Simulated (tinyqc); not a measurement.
Ballistic transport through the one-dimensional subbands of a rectangular nanowire or nanosheet channel. From one set of inputs to another, one input at a time. Computed by tinyqc, a small Python program. Command: `OMP_NUM_THREADS=1 python tinyqc.py 3026297 3026298 out.jsonl wire ladder`. One thread of a shared host (Intel(R) Xeon(R) Processor @ 2.30GHz), about 0.03 s of CPU time with the checks.

Hard walls, parabolic subbands, transport along x. Energies are counted from the bulk conduction band edge at the top of the barrier, which the gate pulls down by U; the source Fermi level lies at the bulk edge when U = 0.

The inputs printed are set A. Set A is modelled on InAs; the values taken over come from a set modelled on In0.53Ga0.47As. Inputs not listed in the table keep their values of set A, so the rows need not describe a real material.

Inputs (values chosen for the exercise, modelled on InAs): mass m = 0.029 m_0; height a = 6.2 nm; width b = 7.1 nm; equivalent oxide thickness t = 1.6 nm; gate voltage above flat band V_G = 0.79 V; drain voltage V_D = 0.01 V; temperature T = 300 K.

Valleys: single isotropic valley.

Constants: hbar^2/(2 m_0) = 3.80998212 eV angstrom^2; k_B = 8.617333262e-05 eV/K; m_0 = 9.1093837015e-31 kg; k_B = 1.380649e-23 J/K; hbar = 1.054571817e-34 J s; eps_0 = 8.8541878128e-12 F/m; e = 1.602176634e-19 C; h = 6.62607015e-34 J s.

Method:
- E_pq = (hbar^2 pi^2/2)(p^2/(m_y b^2) + q^2/(m_z a^2)); m_x = m_y = m_z = m, degeneracy g = 1; the 10 lowest subbands are kept.
- F_j(eta) = (1/Gamma(j + 1)) int_0^infinity x^j/(1 + exp(x - eta)) dx, F_0 = ln(1 + exp(eta)). Integrals over x = E/(k_B T) use 160 Gauss-Legendre points in u = sqrt(x) from 0 to sqrt(max(eta, 0) + 32).
- With degeneracy g = 1, eta_i = (U - E_i)/(k_B T) and u = e V_D/(k_B T): line density n = sum_i g sqrt(2 m_x k_B T/pi)/(2 hbar) [F_-1/2(eta_i) + F_-1/2(eta_i - u)]; gate: e n = C_ox (V_G - U/e), C_ox = 3.9 eps_0 2 (a + b)/t (flat-plate estimate); I = (2 e k_B T/h) sum_i g [F_0(eta_i) - F_0(eta_i - u)].

Each row keeps all changes above it:
```
input moved                            from     to  ballistic current I (microampere)  line density n (1/nm)  mean velocity I/(e n) (1e7 cm/s)
set A                                     -      -                               0.77                 0.2000                             0.240
mass m (m_0)                          0.029  0.045                               0.78                 0.3758                             0.129
drain voltage V_D (V)                  0.01   0.64                              27.11                 0.2043                             8.283
equivalent oxide thickness t (nm)       1.6    1.5                              27.37                 0.2053                             8.321
width b (nm)                            7.1     11                              49.88                 0.3863                             8.061
gate voltage above flat band V_G (V)   0.79   0.82                              54.02                 0.4036                             8.354
height a (nm)                           6.2    6.4                              56.00                 0.4120                             8.484
```

Where does the difference come from?

Ballistic current I goes from 0.771 to 56.0, a factor 72.7 in all. The largest single move comes from drain voltage V_D (a factor 35.0). Line density n goes from 0.200 to 0.412, a factor 2.06 in all. The largest single move comes from width b (a factor 1.88), and drain voltage V_D works against it (a factor 0.544). Mean velocity I/(e n) goes from 0.240 to 8.48, a factor 35.3 in all. The largest single move comes from drain voltage V_D (a factor 64.3), and mass m works against it (a factor 0.535). The single moves hold for this order of the switches; the total does not depend on the order.

Caution (all rows): confinement energies this large call for non-parabolicity and barrier penetration, which lower the subbands and raise the mass.

Extremes, crossings and ranges named in words are read from the listed rows.
